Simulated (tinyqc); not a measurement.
# Carrier density from the ballistic resistance

Question. A wide ballistic two-dimensional channel with gv valleys has G/W = (2 q^2/h) gv kF/pi and n = gv kF^2/(2 pi). Find kF, n and the Fermi energy C kF^2/m, C = hbar^2/(2 m0).

Values chosen for this exercise:
```
symbol,value,unit,meaning
m,0.44,m0,mass
gv,1,,valleys
```

Constants: q = 1.602176634e-19 C, hbar = 1.054571817e-34 J s, h = 6.62607015e-34 J s, m0 = 9.1093837015e-31 kg, hbar^2/(2 m0) = 0.0380998212 eV nm^2. Results are converted to the units shown.

R W = 33.480227 ohm um

Answer. kF = pi h/(2 q^2 gv R W).

kF = 1.21 1/nm
n = 2.33e13 cm^-2
Ef = 0.127 eV

Numbers from tinyqc (`OMP_NUM_THREADS=1 python tinyqc.py 2740110 2740111 out.jsonl`; about 0.07 s on one thread of a shared Intel Xeon 2.30GHz).
